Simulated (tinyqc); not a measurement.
# Series resistance and mobility from two gate lengths

Question. At small Vds the total resistance times width is 2 Rs + L/(mu Q), with the same mu and Q at both lengths. Find mu and Rs.

total resistance at L = 20 and 250 nm (ohm um): 116.12903  301.61290
Q = 1.24 uC/cm^2

Solution. The slope against L is 1/(mu Q), and the intercept at L = 0 is 2 Rs.

mu = 1.00e3 cm^2/(V s)
Rs = 50.0 ohm um

Numbers from tinyqc (`OMP_NUM_THREADS=1 python tinyqc.py 2380156 2380157 out.jsonl`; about 0.02 s on one thread of a shared Intel Xeon 2.30GHz).
